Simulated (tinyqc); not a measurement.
Rutherford backscattering from a thin compound film on silicon: kinematics, yields, composition and thickness. Inputs raised by 5 %, one at a time. Computed by tinyqc, a small Python program. Command: `OMP_NUM_THREADS=1 python tinyqc.py 3019303 3019304 out.jsonl rbs sens`. One thread of a shared host (Intel(R) Xeon(R) Processor @ 2.30GHz), about 0.01 s of CPU time with the checks.

Singly charged helium ions (Z1 = 2, M1 = 4.0026 u) enter at the tilt angle a1 to the normal and leave at a2 = |180 - theta - tilt| in the same plane. The film is A B_x.

Inputs (values chosen for the exercise, modelled on a helium beam on TaN):
```
quantity,value,unit
beam energy E0,2.2,MeV
scattering angle theta,170,degrees
tilt of the sample,7,degrees
heavy element: Z_A,73,-
heavy element: mass M_A,180.9,u
heavy element: stopping eps_A at 2 MeV,115,1e-15 eV cm^2
light element: Z_B,7,-
light element: mass M_B,14,u
light element: stopping eps_B at 2 MeV,33.6,1e-15 eV cm^2
"atoms of B per atom of A, x",1,-
atomic density of the film,90.7,1/nm^3
film thickness d,13,nm
collected charge,24,microcoulomb
detector solid angle,4.4,msr
detector resolution (FWHM),16,keV
```

Constants: e^2/(4 pi eps_0) = 14.39964548 eV angstrom; e = 1.602176634e-19 C.

Method:
- Kinematic factor K = [(sqrt(M^2 - M1^2 sin^2 theta) + M1 cos theta)/(M + M1)]^2.
- Surface edges lie at K E0; substrate silicon has M = 28.09 u. Mass resolution at M_A = resolution/(E0 dK/dM).
- Stopping per atom eps(E) = eps(2 MeV) (E/2 MeV)^(-0.4) (a law chosen for the exercise); Bragg rule eps_film = (eps_A + x eps_B)/(1 + x); areal density N d, with 1/nm^2 = 0.1 x 1e15/cm^2.
- Width of the signal of element i: [K_i eps(E0)/cos a1 + eps(K_i E0)/cos a2] N d; depth resolution = resolution x d/width of A; energy lost on the way in = eps(E0) N d/cos a1.
- Rutherford cross section in the laboratory frame: sigma = (Z1 Z e^2/(4 pi eps_0 4E))^2 (4/sin^4 theta) (r + cos theta)^2/r, r = sqrt(1 - (M1 sin theta/M)^2), times the screening factor 1 - 0.049 Z1 Z^(4/3)/E (E in keV); 1 angstrom^2 = 1e8 barn.
- Counts = (charge/e) x solid angle x sigma(E_mean) x areal density of the element/cos a1, E_mean = E0 - half the energy lost on the way in; 1 barn = 1e-24 cm^2. The ratio of areas returns x = (Y_B/Y_A)(sigma_A/sigma_B), with the counting error sqrt(1/Y_A + 1/Y_B).

Runs:
```
input moved,from,to,ratio of areas Y_B/Y_A,mass resolution at M_A (u),counting error of x without background (%),energy lost on the way in (keV)
base run,-,-,0.007883,16.35,2.387,8.496
beam energy E0 (MeV),2.2,2.31,0.007878,15.57,2.506,8.332
atomic density of the film (1/nm^3),90.7,95.235,0.007883,16.35,2.329,8.921
film thickness d (nm),13,13.65,0.007883,16.35,2.329,8.921
heavy element: stopping eps_A at 2 MeV (1e-15 eV cm^2),115,120.75,0.007883,16.35,2.387,8.825
light element: stopping eps_B at 2 MeV (1e-15 eV cm^2),33.6,35.28,0.007883,16.35,2.387,8.592
detector resolution (FWHM) (keV),16,16.8,0.007883,17.16,2.387,8.496
```

Exponents ln(y'/y) / ln(x'/x):
```
input,ratio of areas Y_B/Y_A,mass resolution at M_A,counting error of x without background,energy lost on the way in
beam energy E0,-0.013,-1,1.002,-0.400
atomic density of the film,0.000,0,-0.502,1.000
film thickness d,0.000,0,-0.502,1.000
heavy element: stopping eps_A at 2 MeV,0.000,0,-0.002,0.778
light element: stopping eps_B at 2 MeV,0.000,0,0.000,0.230
detector resolution (FWHM),0.000,1,0.000,0.000
```

Which inputs matter most for each result?

Among the inputs moved here: ratio of areas Y_B/Y_A answers most in size to beam energy E0 (exponent -0.013); its exponent is below 0.0005 for atomic density of the film, film thickness d, heavy element: stopping eps_A at 2 MeV, light element: stopping eps_B at 2 MeV, detector resolution (FWHM). Its exponent 0.000 in film thickness d: both cross sections scale alike with energy. Mass resolution at M_A answers most in size to beam energy E0 (exponent -1.000), and about equally to detector resolution (FWHM) (+1.000); its exponent is below 0.0005 for atomic density of the film, film thickness d, heavy element: stopping eps_A at 2 MeV, light element: stopping eps_B at 2 MeV. Its exponent -1.000 in beam energy E0: edges spread in proportion to E0. Counting error of x without background answers most in size to beam energy E0 (exponent +1.002), next to atomic density of the film (-0.502); its exponent is below 0.0005 for light element: stopping eps_B at 2 MeV, detector resolution (FWHM). Its exponent +1.002 in beam energy E0: sigma falls as 1/E^2 and the error goes as its inverse root. Its exponent -0.502 in film thickness d: counting statistics. Energy lost on the way in answers most in size to atomic density of the film (exponent +1.000), and about equally to film thickness d (+1.000); its exponent is below 0.0005 for detector resolution (FWHM).

Extremes, crossings and ranges named in words are read from the listed rows.
